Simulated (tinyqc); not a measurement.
Worked calculation: RHF in the sto-3g basis, for BeH2, spin multiplicity 1. One step of it, computed by the program tinyqc.

Problem. Orthogonalisation. S = U s U^T; symmetric (Loewdin) form X = U s^(-1/2) U^T, so that X^T S X = 1.

overlap S, lower triangle:
```
           1Be 1s    1Be 2s   1Be 2px    1Be 2py   1Be 2pz     2H 1s     3H 1s
1Be 1s   1.000000
1Be 2s   0.259517  1.000000
1Be 2px  0.000000  0.000000  1.000000
1Be 2py  0.000000  0.000000  0.000000   1.000000
1Be 2pz  0.000000  0.000000  0.000000   0.000000  1.000000
2H 1s    0.037584  0.352541  0.000000   0.437159  0.000000  1.000000
3H 1s    0.039440  0.360475  0.000000  -0.444565  0.000000  0.011402  1.000000
```

Give: eigenvalues of S; X.

Solution.

eigenvalues of S: 0.371  0.459  0.958  1.000  1.000  1.594  1.619

X, lower triangle:
```
         1Be 1s  1Be 2s  1Be 2px  1Be 2py  1Be 2pz   2H 1s  3H 1s
1Be 1s    1.029
1Be 2s   -0.150   1.150
1Be 2px   0.000   0.000    1.000
1Be 2py   0.000  -0.004    0.000    1.210
1Be 2pz   0.000   0.000    0.000    0.000    1.000
2H 1s     0.021  -0.213    0.000   -0.299    0.000   1.161
3H 1s     0.021  -0.221    0.000    0.306    0.000  -0.053  1.169
```
